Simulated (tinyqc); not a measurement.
Inside a calculation: Weaire-Thorpe hybrids on a Bethe lattice: gap and dangling bond of an amorphous tetrahedral solid. Values are carried at full precision from step to step, so a last printed digit may differ when a step is redone from the rounded ones.

Four sp3 hybrids an atom at energy 0, coupled by -V1 on the atom and by -V2 along a bond; the bonds form a tree (no rings). For any network the gap runs at least from -V2 + V1 to V2 - 3 V1, and p-like states pile up at -V2 + V1 and V2 + V1. On the tree the gap is wider: it ends at Ec = -V1 + sqrt(V2^2 + 4 V1^2 - 2 sqrt3 V1 V2), which makes it well wider than the gaps of the real glasses. A branch seen from a hybrid has the self-energy S = V2^2 g, where g is the Green function of the hybrid across the bond, whose three partners carry S themselves. With a = z - V1, b = a - S: g = 1/(a + V1 b/(b + 3 V1)), z = E + i eta. A full atom has G = (1/b)(b + 3 V1)/(b + 4 V1) per hybrid; a dangling hybrid with shift dh has G = 1/(1/g - dh).

Parameters, chosen for this exercise (of the size of tabulated hybrid energies for tetrahedral carbon; not measured data):
- V1 = 2.16 eV (coupling of two hybrids on one atom)
- V2 = 10.81 eV (coupling of the two hybrids of a bond)
- E = -2.48 eV (energy)
- eta = 0.02 eV (broadening)
- dh = -1.53 eV (shift of the dangling hybrid (rehybridisation))

## Edges

Bounds -V2 + V1 and V2 - 3 V1. On the tree the s-like bands are narrower: E = -V1 -/+ sqrt(V2^2 + 4 V1^2 + V1 V2 e) with e from -2 sqrt3 to 2 sqrt3 (for a crystal, -4 to 4), so the conduction edge is -V1 + sqrt(V2^2 + 4 V1^2 - 2 sqrt3 V1 V2).

edges (eV): Ev -8.6500, Ec(bound) 4.3300, Ec(tree) 5.2314

gaps (eV): (bound, reached in the crystal) 12.9800, (tree) 13.8814

The gap needs no periodicity, only V2 > 2 V1 (here V2/V1 = 5.005); leaving out rings widens it by 0.901 eV. Two parameters overstate the gap of carbon more than twofold (diamond has 5.5 eV).

## The self-energy at one energy

S = V2^2 g is a quadratic A S^2 + B S + C = 0 with A = a + V1, B = -(a (a + 4 V1) + V2^2), C = V2^2 (a + 3 V1), a = z - V1. Of the two roots take the one with Im S < 0 (if both qualify, the decaying one, with the smaller |V1 V2 g/(b + 3 V1)|).

A, B, C: -2.4800+0.0200i  -98.2957+0.0128i  215.0152+2.3371i

roots (eV): 2.0784+0.0226i  -41.7113-0.3370i

S = -41.7113-0.3370i eV

## Densities at that energy

With z = E + i eta, b = z - V1 - S: full atom G = (b + 3 V1)/(b (b + 4 V1)); g = S/V2^2; dangling hybrid 1/(1/g - dh); densities -Im G/pi.

G (1/eV): (bulk) 0.0257-0.0002i, (dangling with dh = 0) -0.3569-0.0029i, (dangling with dh) -0.7863-0.0140i
densities (1/eV): (bulk) 0.0001, (dangling with dh = 0) 0.0009, (dangling with dh) 0.0045

## The dangling-bond level

For eta = 0 the level solves 1/g(E) = dh inside the gap (bisection); its weight on the dangling hybrid is 1/(d(1/g)/dE), by central differences with step 1e-5 eV.

level = -1.3536 eV
above Ev = 7.2964 eV
weight on the dangling hybrid = 0.887

The level lies at 53 % of the gap of the tree; 11 % of it spreads over the back bonds.

## Checks

- Conduction edge from the formula against the zero of the discriminant: both 5.23142.
- S from the quadratic against damped iteration of S = V2^2 g: both -41.71126.

Computed by tinyqc, a small Python program: `OMP_NUM_THREADS=1 python tinyqc.py 1481807 1481808 out.jsonl` (the numbers bound the seed that draws the inputs); one thread of a shared host (Intel(R) Xeon(R) Processor @ 2.30GHz), about 0.03 s for the whole set of steps.
